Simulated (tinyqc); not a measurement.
Keating valence-force model of a tetrahedral crystal: one step, computed by the program tinyqc.

Atom A sits at 0 and atom B at a/4 (1,1,1) of an fcc lattice; the four bonds from A are t = a/4 (1,1,1), a/4 (1,-1,-1), a/4 (-1,1,-1), a/4 (-1,-1,1), of length d = sqrt(3) a/4. Energy: E = (3 alpha/(8 d^2)) sum over bonds (r.r - d^2)^2 + (3 beta/(8 d^2)) sum over pairs of bonds at one atom (r_i.r_j + d^2/3)^2; both atoms have the mass M. The cell holds two atoms, Omega = a^3/4. 1 N/m = 1 J/m^2. With constants fitted to the elastic moduli this model puts optical and zone-boundary frequencies of real crystals too high, by up to about 20 % in elemental crystals and up to about 50 % in compounds, and mostly by more for TA modes; in compounds the lattice part of the static dielectric constant then comes out too low.

Question. Dynamical matrix at q. With displacements u exp(i q.r), each bracket changes by g.u, where g = (g_A, g_B): bond t, g = (-2 t, 2 t exp(i q.t)); pair (i, j) at A, g = (-(t_i + t_j), t_i exp(i q.t_j) + t_j exp(i q.t_i)); pair at B, g = (-t_i exp(-i q.t_j) - t_j exp(-i q.t_i), t_i + t_j). Then D_mn = sum over the 4 bonds and 12 pairs of (4 k/a^2) conj(g_m) g_n / sqrt(M_m M_n), with k = alpha or beta converted to eV/angstrom^2.

Inputs (values chosen for the exercise, modelled on diamond): atomic mass M = 12.011 u; bond stretching alpha = 124 N/m; bond bending beta = 89.5 N/m.

Structure: diamond.

wave vector q (2 pi/a): 0.49  0.49  0.24

Constants: 1 eV/angstrom^2 = 16.02176634 J/m^2.

Give: D(q).

Answer.

D(q) (eV/(angstrom^2 u)):
```
               A x            A y            A z            B x
A x          4.902          0.465   0.318+0.324i  -2.128+0.791i
A y          0.465          4.902   0.318+0.324i   0.323-0.136i
A z   0.318-0.324i   0.318-0.324i          4.882   0.132-0.333i
B x  -2.128-0.791i   0.323+0.136i   0.132+0.333i          4.902
B y   0.323+0.136i  -2.128-0.791i   0.132+0.333i          0.465
B z   0.132+0.333i   0.132+0.333i  -2.128-0.791i   0.318+0.324i

               B y            B z
A x   0.323-0.136i   0.132-0.333i
A y  -2.128+0.791i   0.132-0.333i
A z   0.132-0.333i  -2.128+0.791i
B x          0.465   0.318-0.324i
B y          4.902   0.318-0.324i
B z   0.318+0.324i          4.882
```
